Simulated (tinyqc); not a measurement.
Coupling ratio and rate constant from the late transient.

Problem. Long after the knee a floating-gate cell follows U = Vg - (tox/ag) B/ln(K t). Find K and ag.

Inputs (values chosen for the exercise): tunnel oxide thickness tox = 9.7 nm; control-gate voltage Vg = 16 V.

U at t = 0.001 and 0.1 s (V): [1.5535096, 3.6872423]
B = 22.955122 V/nm

Solution. 1/(Vg - U) is linear in ln t; the ratio of the two values gives ln(K t_a), and either value gives ag.

K = 3.476e14 1/s
ag = 0.5800

Computed by the program tinyqc: `OMP_NUM_THREADS=1 python tinyqc.py 2130014 2130015 out.jsonl`, one thread of a shared Intel Xeon 2.30GHz, about 0.01 s for the whole run.
